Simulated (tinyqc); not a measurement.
# Transit time and capacitance from two cut-off frequencies

Inverse problem. 1/(2 pi fT) = tauF + Vt C/JC, C the sum of the junction capacitances per area. Find C, tauF and the limit of fT at high current.

Parameters, values chosen for the exercise:
```
symbol,value,unit,meaning
T,300,K,temperature
```

Constants: q = 1.602176634e-19 C, kB = 1.380649e-23 J/K, Vt = kB T/q. Results are converted to the units shown.

JC (mA/um^2): 0.044  0.38
fT (GHz): 51.733999  126.50315

Solution. The delay is a straight line in 1/JC with slope Vt C and intercept tauF.

C = 3.50 fF/um^2
tauF = 1.02 ps
limit of fT = 156 GHz

Program tinyqc, `OMP_NUM_THREADS=1 python tinyqc.py 2320133 2320134 out.jsonl`; Intel Xeon 2.30GHz, shared host, one thread, about 0.01 s.
